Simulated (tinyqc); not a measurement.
## AlGaN/GaN HEMT with access regions, lumped model: effect of the source access length

A polarisation-induced electron sheet under a Schottky gate, in series with two ungated access regions and contacts. Drift law v = mu E/(1 + mu E/vs) under the gate. Currents in mA/mm, resistances in ohm mm. No self-heating, no channel-length modulation; fits for polarisation, barrier and offset are chosen for the exercise.

sigma = (5e13 x + 1.6e13 x^2) cm^-2, phiB = 0.84 + 1.3 x, dEc = 0.7 (1.71 x + x^2) in volts, Cb = eps0 eps_r/d, VT = phiB - dEc - q sigma/Cb, access density n0 = -Cb VT/q. Access resistance R(L, n) = L/(q mu n sqrt(1 - (I/(q n vs))^2)); Rs = Rc + R(Ls, n0), Rd = Rc + R(Ld, (1 - ft) n0). Vg' = Vg - I Rs, Vd' = Vd - I (Rs + Rd); with u = Vg' - VT, Vc = vs Lg/mu and w the smaller of Vd' and Vc [sqrt(1 + 2 u/Vc) - 1] (0 if negative), the channel gives (mu Cb/Lg)(u w - w^2/2)/(1 + w/Vc). I equals that channel current. Isat is I at Vd = 10 V, gm = dIsat/dVg, Ron the limit of Vd/I at small Vd.

Values chosen for this exercise; values close to those of AlGaN/GaN structures:
- x = 0.25 (aluminium share of the barrier)
- d = 30 nm (barrier thickness)
- eps_r = 9.2 (relative permittivity of barrier and channel)
- mu = 1100 cm^2/(V s) (channel mobility)
- vs = 1.6e7 cm/s (saturation velocity)
- Lg = 1.5 um (gate length)
- Ld = 4 um (drain access length)
- Rc = 0.5 ohm mm (resistance of each contact)
- ft = 0 (share of the drain-access electrons removed by traps)
- Vg = -0.5 V (gate voltage)

Constants: q = 1.602176634e-19 C, eps0 = 8.8541878128e-14 F/cm where lengths are in cm. Results are converted to the units shown.

The same in every row: VT (V) = -7.144; n0 (cm^-2) = 1.211e13.

Result of one run:

| Ron (ohm mm) | Isat (mA/mm) | gm (mS/mm) |
|---|---|---|
| 3.677 | 1142 | 230.3 |

Which source access length Ls gave this result: 0.1, 0.3, 1.5 or 2.5 um?

Ls = 0.1 um.

The whole series:

| Ls (um) | Ron (ohm mm) | Isat (mA/mm) | gm (mS/mm) |
|---|---|---|---|
| 0.1 | 3.677 | 1142 | 230.3 |
| 0.3 | 3.771 | 1116 | 223.5 |
| 0.6 | 3.912 | 1080 | 214.2 |
| 1 | 4.099 | 1036 | 203.3 |
| 1.5 | 4.334 | 986.6 | 191.5 |
| 2.5 | 4.802 | 902.4 | 172.2 |
| 4 | 5.505 | 802.3 | 150.4 |

As Ls goes from 0.1 to 4 um, Ron rises from 3.68 to 5.51 ohm mm, Isat falls from 1140 to 802 mA/mm and gm falls from 230 to 150 mS/mm. The ceiling Cb vs is 434 mS/mm. In every row the power passes 5 W/mm, where self-heating, left out here, lowers the current.

tinyqc, about 0.03 s, one thread, Intel Xeon 2.30GHz (shared host): `OMP_NUM_THREADS=1 python tinyqc.py 2570172 2570173 out.jsonl`
